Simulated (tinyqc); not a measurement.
An infinitely deep well in a field (quantum-confined Stark shift), Airy functions: the Stark shift against field.

Hard walls at x = -L/2 and +L/2; between them U(x) = -F x (eV, zero at the centre). C = hbar^2/(2 m0), e = (C F^2/m1)^(1/3), z1 = (F L/2 - E)/e at the left wall and z2 = (-F L/2 - E)/e at the right wall. Levels are the roots of D(E) = Ai(z1) Bi(z2) - Ai(z2) Bi(z1).

Exact shifts E_n(F) - E_n(0) from the roots of D; <x> = -dE_1/dF. E_n(0) = C (n pi/L)^2/m1; second-order shift m1 F^2 L^4 (1 - 15/(pi n)^2)/(48 C pi^2 n^2).

Parameters, values chosen for the exercise:
```
symbol,value,unit,meaning
m1,0.066,m0,mass
L,9.8,nm,well width
```

Constants: q = 1.602176634e-19 C, hbar = 1.054571817e-34 J s, m0 = 9.1093837015e-31 kg, hbar^2/(2 m0) = 0.0380998212 eV nm^2. Results are converted to the units shown.

The Stark shift against field:

| F (V/nm) | F L/E_1(0) | shift of level 1 (meV) | second order, 1 (meV) | shift of level 2 (meV) | second order, 2 (meV) | <x> of level 1 (nm) |
|---|---|---|---|---|---|---|
| 0.0075 | 1.239 | -0.9832 | -0.9862 | 0.2912 | 0.2941 | 0.2614 |
| 0.0099 | 1.635 | -1.709 | -1.718 | 0.5038 | 0.5124 | 0.3435 |
| 0.013 | 2.148 | -2.937 | -2.963 | 0.8581 | 0.8836 | 0.4478 |
| 0.017 | 2.808 | -4.991 | -5.067 | 1.438 | 1.511 | 0.5785 |
| 0.022 | 3.634 | -8.278 | -8.486 | 2.330 | 2.530 | 0.7347 |
| 0.029 | 4.791 | -14.14 | -14.74 | 3.816 | 4.397 | 0.9376 |
| 0.037 | 6.112 | -22.49 | -24.00 | 5.708 | 7.157 | 1.146 |
| 0.049 | 8.095 | -37.89 | -42.09 | 8.536 | 12.55 | 1.411 |
| 0.063 | 10.41 | -59.45 | -69.59 | 11.17 | 20.75 | 1.660 |
| 0.083 | 13.71 | -95.49 | -120.8 | 12.53 | 36.02 | 1.930 |

What does the table show?

The shift of level 1 falls from -0.983 to -95.5 meV, as F^(1.99) between the first two rows and F^(1.72) between the last two (second order: power 2). Second order is 0.30 % above it in size in the first row and 26 % above it in the last. The shift of level 2 rises from 0.291 to 12.5 meV.

Program tinyqc, `OMP_NUM_THREADS=1 python tinyqc.py 2580030 2580031 out.jsonl`; Intel Xeon 2.30GHz, shared host, one thread, about 0.02 s.
